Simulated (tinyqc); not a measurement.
# CMOS inverter, nodal equation and switching: effects of single changes

An n-channel pull-down (bn, VTn) and a p-channel pull-up (bp, VTp) share the input Vin and the output node Vout, which carries the load C. Transistor (EKV form, voltages against the body): I = 2 n b Vt^2 [F(vp - Vs) - F(vp - Vd)] from drain to source, F(v) = ln^2(1 + exp(v/(2 Vt))), vp = (Vg - VT + sg |Vd - Vs|)/n. n-channel bodies are at 0; for the p-channel device all voltages are counted down from Vdd. b in uA/V^2 gives I in uA. Static: In = Ip. Transient: C dVout/dt = Ip - In. No velocity saturation, no gate capacitance beyond C.

Values chosen for this exercise: temperature T = 300 K; slope factor n = 1.41; drain-induced barrier lowering sg = 0.03; n-channel threshold VTn = 0.39 V; p-channel threshold (magnitude) VTp = 0.43 V; gain factor of the pull-down transistor bn = 170 uA/V^2; gain factor of the pull-up transistor bp = 140 uA/V^2; load capacitance C = 3 fF.

Constants: q = 1.602176634e-19 C, kB = 1.380649e-23 J/K, Vt = kB T/q. Results are converted to the units shown.

Each table varies one quantity; the others keep the values above.

## Effect of the supply voltage

VM solves In = Ip with Vin = Vout; VIL and VIH are the inputs of gain -1, NML = VIL - Vout(VIH), NMH = Vout(VIL) - VIH. For a step input the delay to Vdd/2 is tHL = C times the integral of dV/(In - Ip) from Vdd/2 to Vdd at Vin = Vdd, and tLH likewise with Ip - In from 0 to Vdd/2 at Vin = 0.

Effect of the supply voltage:
```
Vdd (V)   VM (V)  gain at VM  NML (V)  NMH (V)  tHL (ps)  tLH (ps)
0.2      0.07787      -13.59  0.04375  0.09088   1.650e5   5.878e5
0.3       0.1272      -27.54  0.09198   0.1392   1.833e4   5.967e4
0.4       0.1771      -32.31   0.1400   0.1873      2708      7272
0.5       0.2269      -33.17   0.1875   0.2349     694.2      1455
0.6       0.2767      -33.30   0.2340   0.2819     290.3     506.9
0.8       0.3758      -33.33   0.3215   0.3714     108.6     160.3
1         0.4736      -33.33   0.3963   0.4515     62.21     86.08
1.2       0.5700      -33.33   0.4579   0.5226     42.63     57.09
```

As Vdd goes from 0.2 to 1.2 V, VM rises from 0.0779 to 0.570 V, the size of the gain rises from 13.6 to 33.3, tHL falls from 1.65e5 to 42.6 ps and tLH falls from 5.88e5 to 57.1 ps. The smaller margin is largest, 0.458 V, at Vdd = 1.2 V among the rows. For Vdd = 1 to 1.2 V the overdrive passes 0.5 V, where velocity saturation, left out here, would lengthen the delays of short devices. For Vdd = 0.2 to 0.4 V the supply is below a threshold, where mismatch, left out here, dominates margins and delay.

## Energy per operation against supply voltage

A chain of 100 such gates sets the cycle time tc = 100 (tHL + tLH)/2; per gate and cycle the switching energy is 0.2 C Vdd^2 and the leakage energy Vdd Ileak tc, Ileak the mean supply current at Vin = 0 and Vdd.

Energy per operation against supply voltage:
```
Vdd (V)  tc (ns)  switching (aJ)  leakage (aJ)  total (aJ)
0.15     1.161e5           13.50         89.99       103.5
0.2      3.764e4           24.00         40.68       64.68
0.25     1.204e4           37.50         16.96       54.46
0.3         3900           54.00         6.867       60.87
0.35        1329           73.50         2.844       76.34
0.4        499.0           96.00         1.272       97.27
0.5        107.5           150.0        0.3717       150.4
0.6        39.86           216.0        0.1796       216.2
0.8        13.44           384.0       0.09517       384.1
1          7.414           600.0       0.07730       600.1
```

What does the comparison show?

The total energy goes from 103 through a minimum of 54.5 (at Vdd = 0.25 V among the rows listed) to 600 aJ, while the cycle time falls from 1.16e5 to 7.41 ns. Leakage makes up 87 % of the total in the first row and 0.013 % in the last. Below threshold the cycle lengthens exponentially and leakage flows for all of it, hence the minimum. At Vdd = 1 V the overdrive passes 0.5 V, where velocity saturation, left out here, would lengthen the delays of short devices. For Vdd = 0.15 to 0.4 V the supply is below a threshold, where mismatch, left out here, dominates margins and delay.

tinyqc, about 0.05 s, one thread, Intel Xeon 2.30GHz (shared host): `OMP_NUM_THREADS=1 python tinyqc.py 2340165 2340166 out.jsonl`
